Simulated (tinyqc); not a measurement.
Inside a calculation: six-band hole subbands of a thin body in a field. Values are carried at full precision from step to step, so a last printed digit may differ when a step is redone from the rounded ones.

Constants: hbar^2/2m0 = 3.80998211 eV angstrom^2.

Inputs chosen for the exercise (near those of a p-type Si channel; shifted at random, so the results belong to these values and not to a real crystal): S = (7.61, -2.14, 12.82) 1/TPa (compliances s11, s12, s44); sx = -2 GPa (stress along the channel [1-10], negative in compression); b = -2.06 eV (tetragonal potential); d = -4.87 eV (trigonal potential); g1 = 4.28 (Luttinger gamma1); g2 = 0.34 (gamma2); g3 = 1.45 (gamma3); face = 110 (surface); Dso = 0.045 eV (spin-orbit splitting); t = 70 angstrom (body thickness); F = 0.8 MV/cm (field across the body); kmax = 0.1 1/angstrom (end of the path).

## Strain and its block

exx = eyy = (s11 + s12) sx/2, ezz = s12 sx, exy = -s44 sx/4 (1 GPa/TPa = 1e-3). With e0 the traceless part, B_XX = 2b e0xx - b (e0yy + e0zz) and B_XY = sqrt(3) d exy.

strain:
```
           x          y         z
x  -0.005470   0.006410         0
y   0.006410  -0.005470         0
z          0          0  0.004280
```

B (eV):
```
          X         Y         Z
X   0.02008  -0.05407         0
Y  -0.05407   0.02008         0
Z         0         0  -0.04017
```

## Confinement masses without spin-orbit coupling

C(n n^T)/c has C_XX = (g1 + 4 g2) nx^2 + (g1 - 2 g2)(ny^2 + nz^2) and C_XY = 6 g3 nx ny, n the unit normal; its eigenvalues are the inverse masses along n.

C(n n^T)/c:
```
        X       Y       Z
X  4.6200  4.3500       0
Y  4.3500  4.6200       0
Z       0       0  3.6000
```

masses (m0): 3.7037  0.2778  0.1115

The heaviest mass, 3.70, comes from a near cancellation among the gammas, so a few per cent in them move it strongly.

## The matrix for one sine at q = 0

Basis X, Y, Z times spin, hole energies counted downwards from the unstrained edge (the hydrostatic shift is left out), c = hbar^2/2m0. For a symmetric tensor T let C(T) have C_XX = L Txx + M (Tyy + Tzz), C_XY = N Txy (cyclic), L = c (g1 + 4 g2), M = c (g1 - 2 g2), N = 6 c g3. k = q + kz n, n the unit normal, q = k1 u + k2 v with u along the channel [1-10] and v = n x u. H = C(k k^T) + (Dso/3)(1 - L.sigma) - B + e F z with (L_k)_ij = -i epsilon_kij; B is the block C built from the traceless strain with 2b, -b and sqrt(3) d in place of L, M, N. Strain: exx = eyy = (s11 + s12) sx/2, ezz = s12 sx, exy = -s44 sx/4. Hard walls at z = 0 and t; basis sin(j pi z/t), j = 1 to Nz: kz^2 = (j pi/t)^2, kz = -i D with D_jl = 4 j l/(t (j^2 - l^2)), z_jj = t/2 and z_jl = -8 t j l/(pi (j^2 - l^2))^2 for j + l odd; 1 MV/cm = 0.01 eV/angstrom.

Nz = 1, in meV.

H (meV):
```
              X+            Y+      Z+            X-            Y-      Z-
X+        310.37  87.45+15.00i       0             0             0  -15.00
Y+  87.45-15.00i        310.37       0             0             0  15.00i
Z+             0             0  362.80         15.00       -15.00i       0
X-             0             0   15.00        310.37  87.45-15.00i       0
Y-             0             0  15.00i  87.45+15.00i        310.37       0
Z-        -15.00       -15.00i       0             0             0  362.80
```

## Its levels

Diagonalise; the levels come in pairs. Give each pair and its weights on X, Y, Z, summed over spin and averaged over the pair.

levels (meV): 220.32  357.80  405.42

weights:
```
   pair 1  pair 2  pair 3
X   0.495   0.071   0.434
Y   0.495   0.071   0.434
Z   0.009   0.859   0.132
```

## More sines

The four lowest pairs at q = 0.

Hole energies (meV):

| Nz | pair 1 | pair 2 | pair 3 | pair 4 |
|---|---|---|---|---|
| 1 | 220.32 | 357.80 | 405.42 | - |
| 2 | 123.08 | 292.51 | 324.41 | 362.13 |
| 4 | 58.11 | 176.10 | 277.44 | 293.51 |
| 8 | 35.43 | 109.87 | 176.24 | 240.66 |
| 16 | 34.35 | 104.99 | 162.92 | 214.09 |

One sine is 185.96 meV off in the top subband, since the field mixes the sines. The second pair lies 70.6 meV deeper.

## Dispersion of the top subband

Nz = 14; the two lowest levels (spin-split where the field breaks inversion), in meV from their value at q = 0.

Energies (meV):

| \|q\| (1/angstrom) | u a | u b | v a | v b |
|---|---|---|---|---|
| 0.025 | 20.40 | 21.33 | 8.55 | 8.59 |
| 0.050 | 82.02 | 84.26 | 34.22 | 34.31 |
| 0.075 | 182.22 | 187.23 | 77.00 | 77.17 |
| 0.100 | 291.31 | 299.82 | 136.87 | 137.16 |

From the mean of each pair in the first row, c q^2/E gives 0.11 m0 along u and 0.28 m0 along v. The largest distance between a and b in the table is 8.51 meV.

## Checks

- Top level at q = 0 on (001) without field and stress against c (g1 - 2 g2)(pi/t)^2, eV: both 0.02763.
- Hermiticity, and E(q) against E(-q): they agree to 1e-10 or better.

Program tinyqc; command `OMP_NUM_THREADS=1 python tinyqc.py 1252013 1252014 out.jsonl`; about 0.4 s on one thread of a shared Intel(R) Xeon(R) Processor @ 2.30GHz.
